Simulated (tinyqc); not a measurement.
Transverse acoustic branch against its sound line: Keating valence-force model of a tetrahedral crystal. Computed by tinyqc, a small Python program. Command: `OMP_NUM_THREADS=1 python tinyqc.py 3023770 3023771 out.jsonl keating walk`. One thread of a shared host (Intel(R) Xeon(R) Processor @ 2.30GHz), about 0.03 s of CPU time with the checks.

Atom A sits at 0 and atom B at a/4 (1,1,1) of an fcc lattice; the four bonds from A are t = a/4 (1,1,1), a/4 (1,-1,-1), a/4 (-1,1,-1), a/4 (-1,-1,1), of length d = sqrt(3) a/4. Energy: E = (3 alpha/(8 d^2)) sum over bonds (r.r - d^2)^2 + (3 beta/(8 d^2)) sum over pairs of bonds at one atom (r_i.r_j + d^2/3)^2, with beta_A for the six pairs at A and beta_B for the six at B. The cell holds two atoms, Omega = a^3/4. 1 N/m = 1 J/m^2.

Inputs (values chosen for the exercise, for a model crystal):
```
quantity               value      unit
lattice constant a     4.917  angstrom
mass M_A                59.4         u
mass M_B                62.6         u
bond stretching alpha    109       N/m
bond bending beta_A     14.4       N/m
bond bending beta_B     15.3       N/m
```

Structure: zinc blende.

Constants: nu for 1 eV/(angstrom^2 u) = 15.6333042 THz; 1 eV/angstrom^2 = 16.02176634 J/m^2; u = 1.6605390666e-27 kg.

Method:
- beta = (beta_A + beta_B)/2; C11 = (alpha + 3 beta)/a, C12 = (alpha - beta)/a, C44 = 4 alpha beta/(a (alpha + beta)); with the two sublattices clamped C44(0) = (alpha + beta)/a; internal-strain parameter zeta = (alpha - beta)/(alpha + beta); B = (C11 + 2 C12)/3.
- With displacements u exp(i q.r), each bracket changes by g.u, where g = (g_A, g_B): bond t, g = (-2 t, 2 t exp(i q.t)); pair (i, j) at A, g = (-(t_i + t_j), t_i exp(i q.t_j) + t_j exp(i q.t_i)); pair at B, g = (-t_i exp(-i q.t_j) - t_j exp(-i q.t_i), t_i + t_j). Then D_mn = sum over the 4 bonds and 12 pairs of (4 k/a^2) conj(g_m) g_n / sqrt(M_m M_n), with k = alpha or beta converted to eV/angstrom^2. Only the short-range forces enter; the Coulomb field of the charges is left out.
- An eigenvalue lambda of D in eV/(angstrom^2 u) gives nu = 15.6333042 THz x sqrt(lambda).
- The sound line is nu = v q/(2 pi) with v = sqrt(C44/rho), rho = (M_A + M_B)/Omega; the clamped line uses C44(0).

C44 = 106.320 GPa

clamped C44(0) = 251.881 GPa

Frequencies (THz) along G-X; columns: (1) q (2 pi/a); (2) lowest branch; (3) sound line, relaxed C44; (4) sound line, clamped C44(0); (5) third-lowest frequency; (6) highest frequency:
```
(1)      (2)     (3)     (4)     (5)     (6)
0.05  0.4013  0.4016   0.618   0.688  15.741
0.15  1.1971  1.2048   1.854   2.057  15.701
0.30  2.3476  2.4096   3.709   4.070  15.570
0.45  3.4011  3.6144   5.563   5.995  15.374
0.60  4.3002  4.8192   7.418   7.795  15.148
0.75  4.9797  6.0240   9.272   9.438  14.938
0.90  5.3728  7.2288  11.126  10.894  14.801
1.00  5.4502  8.0320  12.363  11.608  14.773
```

What does the comparison show, and why?

At small q the branch follows the relaxed line (0.999 of it, against 0.649 of the clamped one): in a long shear wave the sublattices shift against each other. At X it reaches 68 % of the relaxed line. Real tetrahedral semiconductors have flatter TA branches than a Keating model fitted to their elastic constants, which needs longer-ranged terms to mend.

Extremes, crossings and ranges named in words are read from the listed rows.
